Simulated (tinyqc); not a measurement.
Inputs raised by 10 %, one at a time: sputter depth profiling of a dopant layer: erosion rate, quantification and the mixing-roughness response. Computed by tinyqc, a small Python program. Command: `OMP_NUM_THREADS=1 python tinyqc.py 3004834 3004835 out.jsonl sims sens`. One thread of a shared host (Intel(R) Xeon(R) Processor @ 2.30GHz), about 0.2 s of CPU time with the checks.

A rastered ion beam erodes silicon (49.94 atoms per nm^3). The measured profile is the true one convolved with a depth response.

Inputs (values chosen for the exercise, modelled on a dopant in silicon under an oxygen or caesium beam): beam energy E = 0.35 keV; beam current = 90 nA; raster side = 400 um; sputter yield at 1 keV = 1.2; mixing length at 1 keV = 1.2 nm; roughness sigma = 0.92 nm; depth of the top edge z0 = 45 nm; box width b = 4 nm; box concentration C = 1.4e+19 1/cm^3; relative sensitivity factor RSF = 1.6e+21 1/cm^3; matrix count rate = 3.8e+06 1/s; background count rate = 2.5 1/s; counting time per point = 1 s; level that defines the junction C_B = 5e+17 1/cm^3.

True profile: box.

Constants: e = 1.602176634e-19 C.

Method:
- Scaling chosen for the exercise: yield Y = Y1 E^0.5, mixing length w = w1 E^0.5 (E in keV).
- Erosion rate = Y I/(e x raster^2 x density); depth step = rate x counting time; concentration = RSF x counts/matrix counts; detection limit = RSF x 3 sqrt(background x time)/(matrix rate x time).
- Mixing alone turns a layer at z0 into (1/w) exp(-(z - z0 + w)/w) for z > z0 - w; roughness adds a Gaussian of width sigma. With x = z - z0 + w: g(x) = (1/(2w)) exp(sigma^2/(2 w^2) - x/w) erfc((sigma/w - x/sigma)/sqrt2), and its integral G(x) = (1/2) erfc(-x/(sigma sqrt2)) - w g(x). Measured: C [G(x) - G(x - b)].
- Find the maximum, the full width at half maximum and the deep point where the profile falls to C_B; far down, the trailing edge decays by w ln(10) per decade.
- Convolution adds means and variances: the response has mean 0 (shift -w plus exponential mean w) and variance w^2 + sigma^2; a box adds the mean b/2 and the variance b^2/12.

Runs; columns: (1) input moved; (2) from; (3) to; (4) full width at half maximum (nm); (5) peak concentration (1/cm^3); (6) apparent junction depth (nm); (7) standard deviation (nm):
```
(1)                                               (2)       (3)    (4)        (5)    (6)    (7)
base run                                            -         -  4.215  1.287e+19  51.24  1.638
beam energy E (keV)                              0.35     0.385  4.228  1.281e+19  51.30  1.654
mixing length at 1 keV (nm)                       1.2      1.32  4.243  1.274e+19  51.36  1.670
roughness sigma (nm)                             0.92     1.012  4.288  1.260e+19  51.36  1.692
box width b (nm)                                    4       4.4  4.553  1.320e+19  51.64  1.722
level that defines the junction C_B (1/cm^3)    5e+17   5.5e+17  4.215  1.287e+19  51.17  1.638
box concentration C (1/cm^3)                  1.4e+19  1.54e+19  4.215  1.416e+19  51.31  1.638
beam current (nA)                                  90        99  4.215  1.287e+19  51.24  1.638
```

Exponents ln(y'/y) / ln(x'/x):
```
input                                full width at half maximum  peak concentration  apparent junction depth  standard deviation
beam energy E                                             0.034              -0.052                    0.011               0.098
mixing length at 1 keV                                    0.070              -0.107                    0.023               0.203
roughness sigma                                           0.180              -0.225                    0.024               0.336
box width b                                               0.809               0.267                    0.082               0.521
level that defines the junction C_B                       0.000               0.000                   -0.014               0.000
box concentration C                                       0.000               1.000                    0.014               0.000
beam current                                              0.000               0.000                    0.000               0.000
```

Which inputs matter most for each result?

Among the inputs moved here: full width at half maximum answers most in size to box width b (exponent +0.809), next to roughness sigma (+0.180); its exponent is below 0.0005 for level that defines the junction C_B, box concentration C, beam current. Peak concentration answers most in size to box concentration C (exponent +1.000), next to box width b (+0.267); its exponent is below 0.0005 for level that defines the junction C_B, beam current. Its exponent +1.000 in box concentration C: convolution is linear. Apparent junction depth answers most in size to box width b (exponent +0.082), next to roughness sigma (+0.024); its exponent is below 0.0005 for beam current. Standard deviation answers most in size to box width b (exponent +0.521), next to roughness sigma (+0.336); its exponent is below 0.0005 for level that defines the junction C_B, box concentration C, beam current.

Extremes, crossings and ranges named in words are read from the listed rows.
